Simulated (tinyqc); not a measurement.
Specific resistance of a metal-semiconductor contact and its transmission-line measurement. Inputs raised by 5 %, one at a time. Computed by tinyqc, a small Python program. Command: `OMP_NUM_THREADS=1 python tinyqc.py 3023755 3023756 out.jsonl contact sens`. One thread of a shared host (Intel(R) Xeon(R) Processor @ 2.30GHz), about 0.02 s of CPU time with the checks.

The barrier is parabolic (depletion approximation), energies E are normal energies counted from the band edge in the neutral semiconductor (downwards for holes), and the bias is zero. xi is an input, held fixed when other inputs move.

Inputs (values chosen for the exercise, modelled on p-type SiGe):

| quantity | value | unit |
|---|---|---|
| tunnelling mass m | 0.32 | m_0 |
| permittivity eps | 13 | - |
| Richardson constant A* | 28.6 | A/(cm^2 K^2) |
| barrier height phi_B | 0.28 | eV |
| doping N | 1.4e+20 | 1/cm^3 |
| Fermi level above the band edge in the bulk, xi | 0.12 | eV |
| temperature T | 300 | K |
| sheet resistance R_sh | 610 | ohm |
| contact length d | 5.4 | micrometre |
| contact width W | 23 | micrometre |

Image-force lowering: included.

Constants: hbar = 1.054571817e-34 J s; eps_0 = 8.8541878128e-12 F/m; m_0 = 9.1093837015e-31 kg; k_B = 8.617333262e-05 eV/K; e = 1.602176634e-19 C.

Method:
- E_00 = (e hbar/2) sqrt(N/(eps eps_0 m)); band bending E_b = phi_B + xi; depletion width w = sqrt(2 eps eps_0 E_b/(e^2 N)). Image lowering d_phi = (e^3 N E_b/(8 pi^2 (eps eps_0)^3))^(1/4) (E_b in volts), and E_b - d_phi replaces E_b everywhere except in w.
- WKB transmission for E < E_b, with a = E/E_b: D = exp{-(E_b/E_00) [sqrt(1 - a) - a ln((1 + sqrt(1 - a))/sqrt(a))]}; D = 1 above.
- At zero bias 1/rho_c = (e A*/k_B^2) int D(E) f(E) dE, f = 1/(1 + exp((E - xi)/k_B T)); 200 Gauss-Legendre points from 0 to E_b, and k_B T ln(1 + exp((xi - E_b)/k_B T)) for the part above the barrier; the share of tunnelling is the part below.
- Transmission-line model: transfer length L_T = sqrt(rho_c/R_sh); R_c = (R_sh L_T/W) coth(d/L_T). Limits: rho_c/(W d) for d << L_T, sqrt(rho_c R_sh)/W for d >> L_T.

Runs:

| input moved | from | to | specific contact resistance rho_c (ohm cm^2) | contact resistance R_c (ohm) | transfer length L_T (micrometre) | depletion width (nm) |
|---|---|---|---|---|---|---|
| base run | - | - | 4.3975e-09 | 0.71210 | 0.026850 | 2.0262 |
| tunnelling mass m (m_0) | 0.32 | 0.336 | 4.4644e-09 | 0.71750 | 0.027053 | 2.0262 |
| permittivity eps | 13 | 13.65 | 4.6949e-09 | 0.73578 | 0.027743 | 2.0762 |
| barrier height phi_B (eV) | 0.28 | 0.294 | 4.7654e-09 | 0.74129 | 0.027950 | 2.0613 |
| doping N (1/cm^3) | 1.4e+20 | 1.47e+20 | 4.2628e-09 | 0.70111 | 0.026435 | 1.9773 |
| sheet resistance R_sh (ohm) | 610 | 640.5 | 4.3975e-09 | 0.72968 | 0.026203 | 2.0262 |
| contact length d (micrometre) | 5.4 | 5.67 | 4.3975e-09 | 0.71210 | 0.026850 | 2.0262 |
| contact width W (micrometre) | 23 | 24.15 | 4.3975e-09 | 0.67819 | 0.026850 | 2.0262 |

Exponents ln(y'/y) / ln(x'/x):

| input | specific contact resistance rho_c | contact resistance R_c | transfer length L_T | depletion width |
|---|---|---|---|---|
| tunnelling mass m | 0.310 | 0.155 | 0.155 | 0.000 |
| permittivity eps | 1.341 | 0.671 | 0.671 | 0.500 |
| barrier height phi_B | 1.647 | 0.823 | 0.823 | 0.353 |
| doping N | -0.638 | -0.319 | -0.319 | -0.500 |
| sheet resistance R_sh | 0.000 | 0.500 | -0.500 | 0.000 |
| contact length d | 0.000 | 0.000 | 0.000 | 0.000 |
| contact width W | 0.000 | -1.000 | 0.000 | 0.000 |

To which inputs is each result most sensitive?

Among the inputs moved here: specific contact resistance rho_c answers most in size to barrier height phi_B (exponent +1.647), next to permittivity eps (+1.341); its exponent is below 0.0005 for sheet resistance R_sh, contact length d, contact width W. contact resistance R_c answers most in size to contact width W (exponent -1.000), next to barrier height phi_B (+0.823); its exponent is below 0.0005 for contact length d. Its exponent +0.500 in sheet resistance R_sh: a long contact. Its exponent 0.000 in contact length d: a long contact. Transfer length L_T answers most in size to barrier height phi_B (exponent +0.823), next to permittivity eps (+0.671); its exponent is below 0.0005 for contact length d, contact width W. depletion width answers most in size to permittivity eps (exponent +0.500), and about equally to doping N (-0.500); its exponent is below 0.0005 for tunnelling mass m, sheet resistance R_sh, contact length d, contact width W. Its exponent -0.500 in doping N: the depletion approximation.
